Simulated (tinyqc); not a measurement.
Inside a calculation. Method: Hubbard chain of 2 sites. Computed by tinyqc, a small Python program that keeps every step. Settings: hopping = 1.83, U = 4.9, mixing = 0.2, iteration cap = 86. Command: `OMP_NUM_THREADS=1 python tinyqc.py 21579 21580 out.jsonl` (the two numbers bound the seeds that draw the settings). One thread of a shared host (Intel(R) Xeon(R) Processor @ 2.60GHz), about 0.3 s of CPU time with the checks.

one-body matrix (hopping and site energies) (eV):
```
           1          2
1   0.000000  -1.830000
2  -1.830000   0.000000
```

U = 4.900000 eV

electrons, up and down: 1  1

n(up) at the start (a guess, not normalised): 1 0.800000, 2 0.200000

n(down) at the start (a guess): 1 0.200000, 2 0.800000

Each step fills the lowest levels of T + U n(other spin) and sets n(new) = n + mixing (n(out) - n); stop when output and input agree to 1e-8.

Course of the cycle:
```
iteration       E (eV)  largest |n(out) - n(in)|  mean |n_up - n_down|
1          -1.36428115                  1.31e-02              0.626252
2          -1.36469178                  1.22e-02              0.629566
3          -1.36504034                  1.12e-02              0.632605
4          -1.36533566                  1.04e-02              0.635391
5          -1.36558542                  9.59e-03              0.637942
6          -1.36579633                  8.84e-03              0.640278
7          -1.36597416                  8.14e-03              0.642415
8          -1.36612391                  7.49e-03              0.644371
9          -1.36624986                  6.89e-03              0.646159
10         -1.36635568                  6.33e-03              0.647793
11         -1.36644450                  5.81e-03              0.649287
...                ...                       ...                   ...
76         -1.36689796                  1.52e-05              0.664854
77         -1.36689796                  1.39e-05              0.664858
78         -1.36689796                  1.27e-05              0.664861
79         -1.36689796                  1.15e-05              0.664864
80         -1.36689796                  1.05e-05              0.664866
81         -1.36689796                  9.59e-06              0.664869
82         -1.36689796                  8.74e-06              0.664871
83         -1.36689796                  7.97e-06              0.664873
84         -1.36689796                  7.26e-06              0.664874
85         -1.36689796                  6.62e-06              0.664876
86         -1.36689796                  6.04e-06              0.664878
```

Can the last value be used, and what does the course show?

Not by the stop rule, although the second column moves by less than 1e-07 over the last three steps. Not converged within 86 iterations: the residual falls steadily but slowly, by a factor of about 0.91 a step. The lowest mean-field energy found from random starts is -1.36690 eV. Reruns (cap 100 unless said): mixing 0.5: converged in 59 (E = -1.36690); mixing 0.9: converged in 30 (E = -1.36690); the original settings with a cap of 400: converged in 156 (E = -1.36690).
